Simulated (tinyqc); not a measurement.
Gap and mesh density: special k points of the fcc lattice.

Lattice vectors in units of a: a1 = (0, 1/2, 1/2), a2 = (1/2, 0, 1/2), a3 = (1/2, 1/2, 0); reciprocal vectors b_i with a_i . b_j = 2 pi delta_ij. Mesh: k = sum_i f_i b_i with f_i = (2 j_i + shift)/(2 N), j_i = 0 .. N-1. The point group of the lattice has 48 operations; only those that map the mesh onto itself are used.

A_m(k) = sum over the m-th star of lattice vectors R of cos(k . R), stars in order of length: m = 1: |R|^2 = 0.5, 12 vectors, such as (1, 0, 0) in the basis a_i; m = 2: |R|^2 = 1, 6 vectors, such as (1, 1, -1) in the basis a_i; m = 3: |R|^2 = 1.5, 24 vectors, such as (2, 0, -1) in the basis a_i; m = 4: |R|^2 = 2, 12 vectors, such as (2, 0, 0) in the basis a_i; m = 5: |R|^2 = 2.5, 24 vectors, such as (2, 1, -1) in the basis a_i; m = 6: |R|^2 = 3, 8 vectors, such as (3, -1, -1) in the basis a_i. The zone mean of every A_m is zero.

Test function, the lower band of a two-band insulator: E(k) = -sqrt(D^2 + (e0 - t A_1(k))^2).

Inputs chosen for the exercise (out of a larger set: the lattice of Si, GaAs, Cu and Al; not measured data): t = 0.5 eV (coupling); e0 = 3.31 eV (offset).

D takes the values listed; errors against the unshifted mesh with N = 30, for unshifted meshes.

Errors (meV):

| D (eV) | reference (eV) | N = 2 | N = 4 | N = 6 | N = 8 |
|---|---|---|---|---|---|
| 0.2 | -3.4543 | -533.514 | 47.600 | -15.001 | 5.892 |
| 0.4 | -3.4815 | -522.429 | 41.739 | -11.244 | 3.955 |
| 0.8 | -3.5747 | -492.501 | 29.352 | -5.715 | 1.424 |
| 1.5 | -3.8371 | -434.106 | 15.001 | -1.630 | 0.199 |
| 2.5 | -4.3735 | -360.429 | 5.841 | -0.278 | 0.011 |
| 4.0 | -5.4110 | -280.491 | 1.697 | -0.026 | 0.000 |

The first listed N from which the error stays below 0.5 meV is none for D = 0.2, none for D = 0.4, none for D = 0.8, 8 for D = 1.5, 6 for D = 2.5, 6 for D = 4 eV. A larger D makes the function smoother, so its Fourier coefficients fall faster with |R|.

Run: tinyqc, `OMP_NUM_THREADS=1 python tinyqc.py 1652536 1652537 out.jsonl`; Intel(R) Xeon(R) Processor @ 2.30GHz, one thread, shared host; about 0.3 s of CPU time with all checks.
